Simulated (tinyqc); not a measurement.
Inside a calculation. Model: chemical-mechanical planarisation: Preston law, pattern density and step-height reduction. Computed by tinyqc, a small Python program that keeps every step. Command: `OMP_NUM_THREADS=1 python tinyqc.py 3014145 3014146 out.jsonl cmp walk`. One thread of a shared host (Intel(R) Xeon(R) Processor @ 2.30GHz), about 0.01 s of CPU time with the checks. Intermediate numbers are printed to about 5 digits and carried at full precision; extremes and crossings named in words are read from the listed rows.

A row of 12 cells, repeated periodically, holds raised features that cover a share rho of each cell.

Inputs (values chosen for the exercise, close to those used for copper polishing):
```
quantity                          value  unit
Preston coefficient K           1.3e-13  1/Pa
pressure P                           37   kPa
platen and carrier speed            110   rpm
distance between the centres         19    cm
initial step height h0              220    nm
contact height h_c                   77    nm
film above the raised areas z0      340    nm
cell size                           1.4    mm
planarisation length                3.9    mm
polish time t                        13     s
```

local pattern densities, cell by cell: 0.8  0.1  0.5  0.9  0.6  0.25  0.25  0.1  0.4  0.4  0.5  0.6

## Blanket rate

With equal rotation speeds the relative speed is uniform, v = omega r_c; Preston rate R0 = K P v.

relative speed v = 2.1886 m/s

blanket rate R0 = 10.527 nm/s

## Effective density

The stiff pad averages the density: rho_eff(i) = sum_j w_ij rho_j / sum_j w_ij, w = exp(-2 d^2/L^2), L the planarisation length and d the distance between cell centres, summed over all periodic images of cell j.

normalised weights (images included) for cells 0, 1, 2, ... apart: 0.28642  0.22135  0.10216  0.02816  0.00464  0.00046  0.00005

effective densities: 0.52766  0.50393  0.53525  0.57026  0.51470  0.39020  0.29285  0.27745  0.33277  0.41704  0.49682  0.54107

Local densities span 0.1 to 0.9, effective ones 0.277 to 0.570.

## State at time t

While h > h_c only raised areas polish, at R0/rho_eff, until t_c = rho_eff (h0 - h_c)/R0. After that h = h_c exp(-(t - t_c)/tau), tau = rho_eff h_c/R0; low areas polish at R0 (1 - h/h_c) and raised areas at R0 [1 + (1 - rho_eff) h/(rho_eff h_c)]. Removed from raised areas after t_c: h0 - h_c + R0 (t - t_c) + (1 - rho_eff)(h_c - h); from low areas: R0 (t - t_c) - rho_eff (h_c - h). Film left = z0 less the removal from raised areas.

Cells:
```
cell  rho_eff  t_c (s)  step h (nm)  removed, raised (nm)  removed, low (nm)  film left on raised areas (nm)
1     0.52766   7.1675       16.989                232.75             29.735                          107.25
2     0.50393   6.8452       14.497                238.80             33.297                          101.20
3     0.53525   7.2706       17.820                230.82             28.640                          109.18
4     0.57026   7.7463       21.851                222.01             23.859                          117.99
5     0.51470   6.9915       15.608                236.05             31.655                          103.95
6     0.39020   5.3004        5.186                267.85             53.035                           72.15
7     0.29285   3.9779        1.141                291.62             72.764                           48.38
8     0.27745   3.7688        0.815                295.23             76.042                           44.77
9     0.33277   4.5203        2.363                282.07             64.432                           57.93
10    0.41704   5.6649        6.952                261.05             48.007                           78.95
11    0.49682   6.7486       13.784                240.62             34.404                           99.38
12    0.54107   7.3497       18.468                229.35             27.814                          110.65
```

range of film left across the row = 73.220 nm

largest remaining step = 21.851 nm

thinnest film left = 44.773 nm

12 of 12 cells have reached contact. The cell with the lowest rho_eff has lost the most film from its raised areas.

## Local against global planarity over time

Times are multiples of h0/R0; the range is the largest minus the smallest removal from raised areas.

Steps and range (nm):
```
multiple   t (s)  largest step  smallest step  range across the row  mean removal from raised areas
0.10       2.090        181.42         140.71                40.714                           51.86
0.20       4.180        142.84          62.89                80.361                          103.62
0.30       6.269        104.26          22.46                92.998                          150.14
0.45       9.404         51.75           4.79                83.193                          204.93
0.60      12.539         24.41           1.02                74.168                          246.75
0.80      16.718          8.96           0.13                68.175                          295.00
1.00      20.898          3.29           0.02                65.820                          340.34
1.30      27.167          0.73           0.00                64.732                          406.87
1.70      35.526          0.10           0.00                64.461                          494.99
```

Local steps shrink to 0.099 nm or less, but the range across the row reaches up to 93.0 nm among these rows and ends at 64.5 nm, against the limit (largest - smallest rho_eff) h0 = 64.4 nm: once flat, all cells polish alike and the difference stays. Evener density (dummy fill), a longer planarisation length or a smaller initial step reduces it. Caution: in the last rows the removal passes z0 somewhere, so they describe a thicker film than the one given.

Checks made by the program: volume removed per cell equals R0 t (relative difference below 1e-10).
